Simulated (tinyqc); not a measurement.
Single-oscillator infrared dielectric function of a polar cubic crystal: one step, computed by the program tinyqc. Command: `OMP_NUM_THREADS=1 python tinyqc.py 3027887 3027888 out.jsonl infrared walk`. One thread of a shared host (Intel(R) Xeon(R) Processor @ 2.30GHz), about 0.01 s of CPU time with the checks.

One ion pair, charges +Z* and -Z*, in a cell of volume Omega = a^3/4. Frequencies omega are given as wavenumbers (1/cm); eps_s is the static dielectric constant.

Task: Optical constants at the probe frequency. eps(omega) = eps_inf + W^2/(omega_TO^2 - omega^2 - i gamma omega); n + i k = sqrt(eps) with k >= 0; R = |(n + i k - 1)/(n + i k + 1)|^2 at normal incidence from vacuum. omega is the probe ratio times omega_TO. Intensity decays over 1/(4 pi omega k); the loss function is Im(-1/eps).

Inputs (values chosen for the exercise, modelled on potassium chloride):
```
quantity,value,unit
omega_TO,143,1/cm
eps_inf,2.15,-
phonon damping gamma,6.5,1/cm
probe frequency / omega_TO,1.19,-
```

Structure: rock salt. Free carriers: absent.

W = 228.9366 1/cm

Give: omega; Re eps; Im eps; n; k; reflectivity R; penetration depth of the intensity; loss function.

Result:

omega = 170.17 1/cm

Re eps = -3.907

Im eps = 0.7874

n = 0.1982

k = 1.987

reflectivity R = 0.8527

penetration depth of the intensity = 2.354 micrometre

loss function = 0.04956

Re eps is negative: the wave is evanescent and the crystal reflects like a metal.
